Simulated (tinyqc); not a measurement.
From one set of inputs to another, one input at a time: dopant redistribution at a moving silicon-oxide interface during parabolic oxidation. Computed by tinyqc, a small Python program. Command: `OMP_NUM_THREADS=1 python tinyqc.py 3027721 3027722 out.jsonl segox ladder`. One thread of a shared host (Intel(R) Xeon(R) Processor @ 2.30GHz), about 0.01 s of CPU time with the checks.

Uniformly doped silicon is oxidised with x_ox = sqrt(B t); the interface advances into the silicon by alpha x_ox, alpha = 0.44. The dopant does not move in the oxide, and at the interface C(silicon) = m C(oxide).

The inputs printed are set A. Set A is modelled on arsenic in silicon under steam; the values taken over come from a set modelled on boron in silicon under steam. Inputs not listed in the table keep their values of set A, so the rows need not describe a real material.

Inputs (values chosen for the exercise, modelled on arsenic in silicon under steam):
```
quantity                                         value    unit
dopant prefactor D0                               8.28  cm^2/s
dopant activation energy E                           4      eV
oxidation prefactor B0                             350  um^2/h
oxidation activation energy E_B                  0.771      eV
segregation coefficient m = C(silicon)/C(oxide)      9       -
bulk doping C_B                                  2e+16  1/cm^3
temperature T                                     1025       C
time t                                             3.4       h
```

Constants: k_B = 8.617333262e-05 eV/K.

Method:
- D = D0 exp(-E/(k_B T)), converted with 1 cm^2/s = 3.6e11 um^2/h; B = B0 exp(-E_B/(k_B T)); s = alpha sqrt(B/(4 D)), the interface advance over 2 sqrt(D t).
- Temperatures in kelvin are T(C) + 273.15.
- With the dopant diffusivity D and s = alpha x_ox/(2 sqrt(D t)), in the silicon C = C_B + (C_s - C_B) erfc(y/(2 sqrt(D t)))/erfc(s), y from the original surface. Dopant balance at the interface gives C_s/C_B = 1/[1 + (1/(m alpha) - 1) g], g = sqrt(pi) s exp(s^2) erfc(s).

Each row keeps all changes above it:
```
input moved                                                                     from          to  ratio C_s/C_B       s  concentration in the oxide (1/cm^3)
set A                                                                              -           -         3.6987  4.4180                           8.2194e+15
temperature T (C)                                                               1025        1150         2.5526  1.2436                           5.6724e+15
oxidation prefactor B0 (um^2/h) and oxidation activation energy E_B (eV)  350, 0.771  406, 0.772         2.6341  1.3340                           5.8534e+15
segregation coefficient m = C(silicon)/C(oxide)                                    9        0.18         0.0939  1.3340                           1.0434e+16
time t (h)                                                                       3.4           5         0.0939  1.3340                           1.0434e+16
dopant prefactor D0 (cm^2/s) and dopant activation energy E (eV)             8.28, 4  1.01, 3.53         0.1286  0.5621                           1.4285e+16
```

Which inputs carry the difference?

Ratio C_s/C_B goes from 3.70 to 0.129, a factor 0.0348 in all. The largest single move comes from segregation coefficient m = C(silicon)/C(oxide) (a factor 0.0357). s goes from 4.42 to 0.562, a factor 0.127 in all. The largest single move comes from temperature T (a factor 0.281). Concentration in the oxide goes from 8.22e15 to 1.43e16, a factor 1.74 in all. The largest single move comes from segregation coefficient m = C(silicon)/C(oxide) (a factor 1.78), and temperature T works against it (a factor 0.690). The single moves hold for this order of the switches; the total does not depend on the order.

Caution (all rows): parabolic growth needs an oxide much thicker than the Deal-Grove length A, which fails for thin films and low temperatures; oxidation-enhanced or retarded diffusion is ignored.

Extremes, crossings and ranges named in words are read from the listed rows.
